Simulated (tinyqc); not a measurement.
Inside a calculation. Method: Luttinger-Kohn k.p, four valence bands. One step of it, computed by the program tinyqc.

Problem. Hole masses. E = c [g1 k^2 -/+ 2 sqrt(g2^2 k^4 + 3 (g3^2 - g2^2)(kx^2 ky^2 + ky^2 kz^2 + kz^2 kx^2))] with c = hbar^2/2m, and m* = hbar^2 k^2 / (2 E).

Luttinger parameters chosen for this model; energies are counted downward from the top of the valence band:

| parameter | value | unit |
|---|---|---|
| g1 | 11.620000 |  |
| g2 | 4.390000 |  |
| g3 | 5.460000 |  |

Give: Masses.

Solution.

Masses (electron masses):

| direction | heavy | light |
|---|---|---|
| [100] | 0.3521 | 0.0490 |
| [110] | 0.8377 | 0.0454 |
| [111] | 1.4286 | 0.0444 |
